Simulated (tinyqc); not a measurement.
Polarisation and half-bias from two TMR values.

Problem. A tunnel junction has TMR = TMR0/(1 + (V/Vh)^2), TMR0 = 2 P1 P2/(1 - P1 P2). Find TMR0, Vh and P2.

Values chosen for this exercise: spin polarisation of the reference layer P1 = 0.62.

TMR at 0.1 and 0.6 V (%): [141.50624, 49.173683]

Answer. 1/TMR is linear in V^2, and P1 P2 = TMR0/(2 + TMR0).

TMR0 = 150 %
Vh = 0.420 V
P2 = 0.690

Program tinyqc, `OMP_NUM_THREADS=1 python tinyqc.py 2450023 2450024 out.jsonl`; Intel Xeon 2.30GHz, shared host, one thread, about 0.01 s.
